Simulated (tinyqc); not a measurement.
Sp3 tight binding, zinc-blende lattice, step by step. One step of it, computed by the program tinyqc.

Problem. Bloch Hamiltonian at L. Slater-Koster rules over the four bonds with direction cosines (l, m, n): ss V_ss; s-px l V_sp; px-s -l V_sp; px-px l^2 V_pps + (1 - l^2) V_ppp; px-py l m (V_pps - V_ppp); each times exp(i k.d).

Parameters chosen for this model: zinc-blende lattice, anion at 0, cation at a/4 (1,1,1); V = eta hbar^2 / (m d^2), hbar^2/m = 7.619964 eV angstrom^2:
```
parameter          value      unit
a               5.110000  angstrom
d               2.212695  angstrom
Es anion      -14.700000        eV
Ep anion       -7.540000        eV
Es cation     -14.700000        eV
Ep cation      -7.540000        eV
eta ss         -1.400000
eta sp          1.840000
eta pp sigma    3.240000
eta pp pi      -0.810000
V ss           -2.178903        eV
V sp            2.863701        eV
V pp sigma      5.042604        eV
V pp pi        -1.260651        eV
```

k point L (2 pi / a): 0.500000  0.500000  0.500000

Give: H(k) at L.

Solution.

H(k) at L (eV), lower triangle (Hermitian):
```
                  a s             a px             a py             a pz
a s          -14.7000
a px           0.0000          -7.5400
a py           0.0000           0.0000          -7.5400
a pz           0.0000           0.0000           0.0000          -7.5400
c s   -3.0814-3.0814i   2.3382+2.3382i   2.3382+2.3382i   2.3382+2.3382i
c px  -2.3382-2.3382i   1.1886+1.1886i  -2.9714-2.9714i  -2.9714-2.9714i
c py  -2.3382-2.3382i  -2.9714-2.9714i   1.1886+1.1886i  -2.9714-2.9714i
c pz  -2.3382-2.3382i  -2.9714-2.9714i  -2.9714-2.9714i   1.1886+1.1886i

           c s     c px     c py     c pz
c s   -14.7000
c px    0.0000  -7.5400
c py    0.0000   0.0000  -7.5400
c pz    0.0000   0.0000   0.0000  -7.5400
```
